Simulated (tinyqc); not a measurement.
From results back to parameters: quantum-confined Stark effect in a modulator well. Three cases, with inputs chosen for the exercise.

Problem. The shift of E_e + E_h was computed from a hidden field.

Envelopes on cells of 0.5 angstrom over the well |z| < L/2 and 45 angstrom of barrier on each side, psi = 0 beyond, psi'/m continuous (mean mass between points), c = hbar^2/2m0. The electron sees + e F z and the hole - e F z, each with its offset in the barriers; 1 kV/cm = 1e-5 eV/angstrom. Light holes, band mixing and escape by tunnelling are left out.

Constants: hbar^2/2m0 = 3.80998211 eV angstrom^2.

Find: F; local exponent d ln(shift)/d ln F.

Method. The shift grows steadily in size with F, so bisection finds one value; its slope is -e times the separation of the carriers.

Case 1.

Values chosen (near those of a Ge well in SiGe, direct gap; the results hold for these values, not for the real material): L = 112 angstrom (well width); Vc = 0.377 eV (conduction offset); Vv = 0.11 eV (heavy-hole offset); me = 0.0418 m0 (electron, well); meb = 0.056 m0 (electron, barrier); mh = 0.213 m0 (heavy hole along z, well); mhb = 0.236 m0 (heavy hole, barrier).

shift = -6.495 meV

Solution.

F = 48.0 kV/cm
local exponent d ln(shift)/d ln F = 1.88

Case 2.

Values chosen (near those of an InGaAsP well in InP; the results hold for these values, not for the real material): L = 112 angstrom (well width); Vc = 0.197 eV (conduction offset); Vv = 0.306 eV (heavy-hole offset); me = 0.0516 m0 (electron, well); meb = 0.0776 m0 (electron, barrier); mh = 0.354 m0 (heavy hole along z, well); mhb = 0.524 m0 (heavy hole, barrier).

shift = -14.142 meV

Solution.

F = 68.0 kV/cm
local exponent d ln(shift)/d ln F = 1.78

Case 3.

Values chosen (near those of a Ge well in SiGe, direct gap; the results hold for these values, not for the real material): L = 62 angstrom (well width); Vc = 0.356 eV (conduction offset); Vv = 0.102 eV (heavy-hole offset); me = 0.0432 m0 (electron, well); meb = 0.0562 m0 (electron, barrier); mh = 0.213 m0 (heavy hole along z, well); mhb = 0.241 m0 (heavy hole, barrier).

shift = -3.003 meV

Solution.

F = 67.0 kV/cm
local exponent d ln(shift)/d ln F = 1.99

Computed by tinyqc, one run a case: `OMP_NUM_THREADS=1 python tinyqc.py N N+1 out.jsonl` with N = 1250720, 1250726, 1250799; one thread of a shared Intel(R) Xeon(R) Processor @ 2.30GHz, about 0.2 s a run at most.
